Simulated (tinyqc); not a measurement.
Inside a calculation. Method: RHF in the sto-6g basis, for H3+, spin multiplicity 1. One step of it, computed by the program tinyqc.

Problem. Iteration 1: building the Fock matrix. J_ij = sum D_kl (ij|kl), K_ij = sum D_kl (ik|jl); F = H + J - 0.5 K; E = tr D H + tr D J / 2 - 0.25 tr D K + E_nn.

D at the start:
```
          1H 1s     2H 1s     3H 1s
1H 1s  0.495284  0.429481  0.429219
2H 1s  0.429481  0.372422  0.372194
3H 1s  0.429219  0.372194  0.371966
```

core Hamiltonian H = T + V (hartree):
```
           1H 1s      2H 1s      3H 1s
1H 1s  -1.261362  -0.557420  -0.557066
2H 1s  -0.557420  -1.224434  -0.458185
3H 1s  -0.557066  -0.458185  -1.224301
```

Two-electron integrals (ij|kl) in chemists' order, unique and non-zero (hartree):
```
(11|11) 0.774999   (21|11) 0.184200   (21|21) 0.063044   (22|11) 0.384606
(22|21) 0.184200   (22|22) 0.774999   (31|11) 0.184057   (31|21) 0.052864
(31|22) 0.128346   (31|31) 0.062957   (32|11) 0.112409   (32|21) 0.043969
(32|22) 0.144665   (32|31) 0.043943   (32|32) 0.040942   (33|11) 0.384492
(33|21) 0.128402   (33|22) 0.351951   (33|31) 0.184057   (33|32) 0.144665
(33|33) 0.774999
```

nuclear repulsion = 1.15660528 hartree

Give: Coulomb J; exchange K; Fock matrix F; total energy of this density.

Solution.

Coulomb J (hartree):
```
       1H 1s  2H 1s  3H 1s
1H 1s  1.070  0.340  0.340
2H 1s  0.340  0.986  0.269
3H 1s  0.340  0.269  0.986
```

exchange K (hartree):
```
       1H 1s  2H 1s  3H 1s
1H 1s  0.786  0.504  0.503
2H 1s  0.504  0.639  0.428
3H 1s  0.503  0.428  0.638
```

Fock matrix F (hartree):
```
        1H 1s   2H 1s   3H 1s
1H 1s  -0.585  -0.469  -0.469
2H 1s  -0.469  -0.558  -0.403
3H 1s  -0.469  -0.403  -0.558
```

total energy of this density = -1.16566 hartree
